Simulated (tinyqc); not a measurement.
# Worked calculation: threshold of a short bulk MOSFET: charge sharing, barrier lowering, narrow width

Computed by the program tinyqc: `OMP_NUM_THREADS=1 python tinyqc.py 2002021 2002022 out.jsonl`, one thread of a shared Intel Xeon 2.30GHz, about 0.01 s for the whole run. Printed values are rounded.

n-channel device on a p-type body, depletion approximation, full ionisation. Uniform doping N = Na. Vbi from Boltzmann statistics is rough for the degenerate source. Cox = eps0 eox/tox.

Inputs (values chosen for the exercise); band and dielectric values close to those of silicon:
- T = 300 K (temperature)
- Eg = 1.11 eV (band gap)
- eps_r = 11.9 (relative permittivity)
- Nc = 2.77e19 cm^-3 (conduction-band density of states at T)
- Nv = 2.64e19 cm^-3 (valence-band density of states at T)
- eox = 3.9 (relative permittivity of the gate insulator (close to silicon dioxide))
- tox = 2 nm (insulator thickness)
- Na = 1.1e17 cm^-3 (channel doping)
- Nsd = 1e20 cm^-3 (source and drain doping)
- Vfb = -0.9 V (flat-band voltage for the doping Na)
- xj = 23 nm (junction depth)
- Vbs = 0 V (body-source voltage)
- Vds = 0.5 V (drain-source voltage)
- W = 400 nm (gate width)
- xw = 0 (shape factor of the fringing depletion at the width edges)
- L = 300 nm (channel length)

Constants: q = 1.602176634e-19 C, kB = 1.380649e-23 J/K, Vt = kB T/q, eps0 = 8.8541878128e-14 F/cm where lengths are in cm. Results are converted to the units shown.

## Long-channel threshold and scales

ni = sqrt(Nc Nv) exp(-Eg/(2 Vt)), Eg in volts; 2 pB = 2 Vt ln(N/ni); flat band Vfb - Vt ln(N/Na); Wd = sqrt(2 eps0 eps_r (2 pB - Vbs)/(q N)); body term q N Wd/Cox; long-channel VT0 = flat band + 2 pB + body term; Vbi = Vt ln(N Nsd/ni^2); scale length l = sqrt((eps_r/eox) tox Wd).

N = 1.1e17 cm^-3
2 pB = 0.8253864 V
flat band = -0.9 V
Wd = 99.34361 nm
body term = 0.1014051 V
VT0 = 0.02679146 V
Vbi = 1.001502 V
l = 24.62216 nm

## Short-channel and narrow-width shifts

Charge sharing (trapezoid; it ignores Vds): F = (xj/L)(sqrt(1 + 2 Wd/xj) - 1), lowering = body term times F. Barrier lowering: th = exp(-L/(2 l)) + 2 exp(-L/l), lowering = th [2 (Vbi - 2 pB) + Vds], DIBL = th. Narrow width: rise = body term times xw Wd/W. VT by each model = VT0 - lowering + rise.

F = 0.1613531
lowering by charge sharing = 16.36202 mV
th = 0.002270939
lowering of the barrier = 1.935364 mV
DIBL = 2.270939 mV/V
narrow-width rise = 0 mV
VT, charge sharing = 0.01042944 V
VT, barrier lowering = 0.02485609 V

L is 12.2 scale lengths. The charge-sharing lowering is 8.45 times the barrier lowering; the first falls off as 1/L and the second exponentially. Both describe the same loss of gate control, so they are alternatives and are not added.
